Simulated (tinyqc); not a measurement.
Inside a calculation. Model: Raman line shape of confined optical phonons and breathing modes of small crystals. Computed by tinyqc, a small Python program that keeps every step. Command: `OMP_NUM_THREADS=1 python tinyqc.py 3026680 3026681 out.jsonl confine walk`. One thread of a shared host (Intel(R) Xeon(R) Processor @ 2.30GHz), about 0.02 s of CPU time with the checks. Intermediate numbers are printed to about 6 digits and carried at full precision; extremes and crossings named in words are read from the listed rows.

Confinement in 3 direction(s) lets phonons with q away from zero scatter light. q is in units of 2 pi/a, from 0 to 1, and the branch is isotropic: omega(q)^2 = (omega_0^2 + omega_X^2)/2 + ((omega_0^2 - omega_X^2)/2) cos(pi q). The model and its constant beta are phenomenological; beta = 8 is the common choice.

Inputs (values chosen for the exercise, modelled on silicon):
```
quantity                                value      unit
bulk frequency omega_0                  520.9      1/cm
frequency at the zone boundary omega_X    407      1/cm
natural width Gamma_0                     3.3      1/cm
lattice constant a                      5.431  angstrom
size L                                    6.1        nm
confinement constant beta                   8         -
probe offset omega - omega_0             -8.7      1/cm
longitudinal velocity                    9030       m/s
transverse velocity                      5460       m/s
```

Shape: sphere.

Constants: c = 299792458 m/s.

## Range of wave vectors

Weight W(q) = q^2 exp(-(2 L q/a)^2/(2 beta)) dq, that is exp(-k^2 L^2/(2 beta pi^2)) for k = 2 pi q/a. Width q_c = a sqrt(2 beta)/(2 L), where the exponential falls to 1/e; curvature of the branch: omega(q) = omega_0 - c q^2, c = pi^2 (omega_0^2 - omega_X^2)/(8 omega_0); for small q_c the mean of q^2 is (number of confined directions) q_c^2/2, and the mean shift is -c times that.

q_c = 0.178066 2 pi/a

curvature c = 250.311 1/cm

mean shift, quadratic estimate = -11.9051 1/cm

omega(q_c) - omega_0 = -7.79013 1/cm

## Intensity at one frequency

I(omega) = int W(q) / [(omega - omega(q))^2 + (Gamma_0/2)^2] dq / int W dq x (Gamma_0/2)^2, by 400 Gauss-Legendre points on 0 < q < min(1, 2.5 a sqrt(2 beta)/L). Bulk Lorentzian 1/(1 + (2 offset/Gamma)^2); mean shift = weighted mean of omega(q) less the bulk frequency.

I at the probe offset = 0.231103

bulk Lorentzian there = 0.0347202

mean shift, from the weights = -11.3552 1/cm

## Peak, width and asymmetry

The peak is the maximum of I; the width is taken between the half-maximum points, and the asymmetry is the low-side half-width over the high-side one.

peak shift = -5.3119 1/cm

full width = 16.584 1/cm

asymmetry = 2.3092

peak height (bulk = 1) = 0.25452

The peak moves 47 % as far as the mean: the tail on the low side carries the rest. A shift without broadening or asymmetry would point to stress, not size.

## Line shape against size

The formulas are those given above.

Line shape:
```
L (nm)  peak shift (1/cm)  full width (1/cm)  asymmetry  mean shift, quadratic estimate (1/cm)
3                 -20.139             61.649     2.4646                               -49.2208
3.6               -13.794             43.107     2.5233                               -34.1811
4.4               -9.3961             29.549     2.5041                               -22.8816
5.5               -6.3233             19.801     2.3903                               -14.6442
7                 -4.2481             13.234     2.1797                               -9.04055
10                -2.4622             7.8827     1.7848                               -4.42987
15                -1.3582             5.0735     1.3783                               -1.96883
25               -0.61263             3.7301       1.09                              -0.708779
```

The peak shift falls with exponent -2.08 at the small end and -1.56 at the large end. For still larger L it tends to the mean shift, which goes as 1/L^2; the ratio is 0.41 in the first row and 0.86 in the last. The width exceeds Gamma_0 by over 10 % for L up to 25 nm. In a sphere the factor q^2 removes the weight at q = 0, so the peak itself moves strongly.

## Breathing mode of the free sphere

Lamb: with s = omega R/v_L, R = L/2, the lowest radial mode solves tan(s)/s = 1/(1 - s^2 v_L^2/(4 v_T^2)), s between pi/2 and pi; wavenumber = s v_L/(2 pi c R).

root s = 2.48459

breathing frequency = 1170.75 GHz

breathing wavenumber = 39.0519 1/cm

Checks made by the program: mean shift of a large crystal against the quadratic estimate (relative difference 4e-05).
